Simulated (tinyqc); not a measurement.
# Energy and delay of logic against supply voltage: two studies

One expression serves below and above threshold: I(Vg) = Ik [ln(1 + exp((Vg - VT + dd V)/(al nf Vt)))]^al, with I_on = I(V) and I_off = I(0). Gate delay td = kd C V/I_on, clock period LD td. Per gate and cycle the switching energy is act C V^2 and the leakage energy I_off V LD td. No short-circuit current, no variation. Minima are sought above 0.09 V; below a few Vt gates no longer switch and the model has no meaning.

Values chosen for this exercise; values of the order met in logic technologies:
- T = 250 K (temperature)
- VT = 0.25 V (threshold voltage at zero drain bias)
- nf = 1.44 (slope factor)
- dd = 0.04 (barrier lowering per volt of supply)
- Ik = 2.8 uA (specific current of a gate)
- al = 1.81 (exponent of the current law)
- C = 0.44 fF (load capacitance of a gate)
- kd = 1.1 (delay factor)
- LD = 20 (logic depth)
- act = 0.2 (activity factor)

Constants: q = 1.602176634e-19 C, kB = 1.380649e-23 J/K, Vt = kB T/q. Results are converted to the units shown.

Each table varies one quantity; the others keep the values above.

## Energy and delay against supply voltage

EDP = energy times td.

Energy and delay against supply voltage:
```
V (V)  I_on (uA)  I_off (nA)  td (ps)  switching (aJ)  leakage (aJ)  energy (aJ)  EDP (fJ ps)
0.15     0.11553      1.0623   628.38          1.9800        2.0026       3.9826       2.5026
0.27      2.8231      1.2388   46.289          6.4152       0.30964       6.7248      0.31129
0.38      16.435      1.4261   11.191          12.707       0.12129       12.828      0.14356
0.5       48.186      1.6627   5.0222          22.000      0.083502       22.084      0.11091
0.62      95.580      1.9383   3.1396          33.827      0.075460       33.903      0.10644
0.73      151.46      2.2308   2.3327          46.895      0.075975       46.971      0.10957
0.85      225.22      2.6000   1.8266          63.580      0.080738       63.661      0.11629
0.97      311.79      3.0300   1.5058          82.799      0.088511       82.888      0.12481
1.08      402.02      3.4858   1.3002          102.64      0.097900       102.74      0.13359
1.2       511.98      4.0610   1.1344          126.72       0.11057       126.83      0.14388
```

td falls from 628 to 1.13 ps; the energy rises from 3.98 to 127 aJ and the EDP goes from 2.50 through a minimum of 0.106 (at V = 0.62 V among the rows listed) to 0.144 fJ ps. The exact minima lie at V = 0.160 V for the energy and 0.606 V for the EDP. Going from 1.2 V to the energy minimum saves a factor of 32.1 in energy and costs a factor of 436 in delay. Below the minimum the leakage energy rises faster than the switching energy falls, because the clock period grows so steeply.

## Optimum supplies against the threshold voltage at zero drain bias

Same model as above.

V_min minimises the energy and V_EDP the product of energy and td.

Result of one run:
```
VT (V)  V_min (V)  energy at V_min (aJ)  leakage share (%)  clock at V_min (MHz)  V_EDP (V)  clock at V_EDP (GHz)
0.55       0.1600                 3.680              38.80              0.007697      1.333                 28.82
```

What becomes of these results when the threshold voltage at zero drain bias VT is changed from 0.55 to 0.25 V, all else the same?

Result of the changed run:
```
VT (V)  V_min (V)  energy at V_min (aJ)  leakage share (%)  clock at V_min (MHz)  V_EDP (V)  clock at V_EDP (GHz)
0.25       0.1600                 3.953              43.03                 101.2     0.6064                 15.24
```

The whole series:
```
VT (V)  V_min (V)  energy at V_min (aJ)  leakage share (%)  clock at V_min (MHz)  V_EDP (V)  clock at V_EDP (GHz)
0.15       0.1573                 5.286              58.81                  1288     0.3943                 11.81
0.2        0.1597                 4.344              48.36                 402.9     0.4896                 12.97
0.25       0.1600                 3.953              43.03                 101.2     0.6064                 15.24
0.3        0.1600                 3.792              40.59                 22.47     0.7271                 17.64
0.35       0.1600                 3.725              39.54                 4.699     0.8484                 19.99
0.4        0.1600                 3.698              39.09                0.9564     0.9696                 22.27
0.45       0.1600                 3.687              38.91                0.1924      1.091                 24.50
0.5        0.1600                 3.682              38.84               0.03852      1.212                 26.68
0.55       0.1600                 3.680              38.80              0.007697      1.333                 28.82
```

As VT goes from 0.15 to 0.55, V_min rises from 0.157 to 0.160 V, the energy there falls from 5.29 to 3.68 aJ, the clock there falls from 1290 to 0.00770 MHz and V_EDP rises from 0.394 to 1.33 V. V_min lies below VT for VT = 0.2, 0.25, 0.3, 0.35, 0.4, 0.45, 0.5, 0.55 V. As VT grows, I_on too becomes a subthreshold current, VT cancels more and more from the energy, and it mainly sets the clock.

Numbers from tinyqc (`OMP_NUM_THREADS=1 python tinyqc.py 2082045 2082046 out.jsonl`; about 0.01 s on one thread of a shared Intel Xeon 2.30GHz).
